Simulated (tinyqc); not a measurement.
Microkinetic model of low-temperature epitaxy from hydride gases: adsorption, hydrogen desorption and rate control. From one set of inputs to another, one input at a time. Computed by tinyqc, a small Python program. Command: `OMP_NUM_THREADS=1 python tinyqc.py 3022196 3022197 out.jsonl hepi ladder`. One thread of a shared host (Intel(R) Xeon(R) Processor @ 2.30GHz), about 0.02 s of CPU time with the checks.

Each hydride molecule needs two free sites and leaves four hydrogen atoms, of which two leave at once as H2; theta is the hydrogen coverage, the site density is 6.78 per nm^2 and one layer is 1.358 angstrom thick.

The inputs printed are set A. Inputs not listed in the table keep their values of set A, so the rows need not describe a real material.

Inputs (values chosen for the exercise, close to those used for silane on Si(001)):

| quantity | value | unit |
|---|---|---|
| silane pressure p_S | 0.18 | Pa |
| sticking prefactor of silane s0 | 0.082 | - |
| adsorption barrier E_s | 0.28 | eV |
| desorption prefactor nu_d | 2.4e+12 | 1/s |
| desorption energy on silicon E_d | 1.95 | eV |
| hydrogen carrier pressure p_H | 8900 | Pa |
| sticking of hydrogen s_H | 2.3e-08 | - |
| temperature T | 700 | C |

Film: silicon. Order of hydrogen desorption: first.

Constants: k_B = 8.617333262e-05 eV/K; u = 1.6605390666e-27 kg; k_B = 1.380649e-23 J/K.

Method:
- Flux per site F = p/(sqrt(2 pi M k_B T) x 6.78e18 per m^2), M = 32.12 u (silane), 2.016 u (hydrogen); s = s0 exp(-E_s/(k_B T)); k_S = s F_S = k; k_H = s_H F_H; k_d = nu_d exp(-E_d/(k_B T)).
- Temperatures in kelvin are T(C) + 273.15.
- With k the hydride and k_H the hydrogen adsorption rate on free pairs and k_d the desorption rate, steady state: 2 (k + k_H)(1 - theta)^2 = k_d theta; growth rate R = k (1 - theta)^2 layers/s; 1 layer/s = 8.148 nm/min.
- With c = 2 (k + k_H)/k_d the free share is 1 - theta = 2/(1 + sqrt(1 + 4c)).
- X_i = d ln R/d ln k_i at fixed other constants. With f = 1 - theta and a = 2/f + 1/theta: d ln f/d ln k_d = 1/(a f), so X_d = 2/(a f), X_k = 1 - X_d k/(k + k_H), X_H = -X_d k_H/(k + k_H); they sum to 1.

Each row keeps all changes above it:

| input moved | from | to | growth rate G (nm/min) | hydrogen coverage theta | X_d (desorption) |
|---|---|---|---|---|---|
| set A | - | - | 8.841 | 0.0291 | 0.0565 |
| desorption prefactor nu_d (1/s) and desorption energy on silicon E_d (eV) | 2.4e+12, 1.95 | 5.9e+11, 2.17 | 2.580 | 0.4755 | 0.6445 |
| silane pressure p_S (Pa) | 0.18 | 0.012 | 0.227 | 0.3980 | 0.5694 |
| sticking prefactor of silane s0 and adsorption barrier E_s (eV) | 0.082, 0.28 | 0.13, 0.16 | 1.330 | 0.4336 | 0.6049 |
| temperature T (C) | 700 | 790 | 3.634 | 0.1171 | 0.2097 |
| hydrogen carrier pressure p_H (Pa) | 8900 | 31 | 4.338 | 0.0353 | 0.0682 |

Which inputs carry the difference?

Growth rate G goes from 8.84 to 4.34, a factor 0.491 in all. The largest single move comes from silane pressure p_S (a factor 0.0878), and sticking prefactor of silane s0 with adsorption barrier E_s works against it (a factor 5.87). Hydrogen coverage theta goes from 0.0291 to 0.0353, a factor 1.21 in all. The largest single move comes from desorption prefactor nu_d with desorption energy on silicon E_d (a factor 16.4), and temperature T works against it (a factor 0.270). X_d (desorption) goes from 0.0565 to 0.0682, a factor 1.21 in all. The largest single move comes from desorption prefactor nu_d with desorption energy on silicon E_d (a factor 11.4), and hydrogen carrier pressure p_H works against it (a factor 0.325). The single moves hold for this order of the switches; the total does not depend on the order.

Caution (rows set A, desorption prefactor nu_d, silane pressure p_S, sticking prefactor of silane s0, temperature T): at carrier pressures near or above 1e4 Pa gas-phase transport, left out here, begins to limit.

Extremes, crossings and ranges named in words are read from the listed rows.
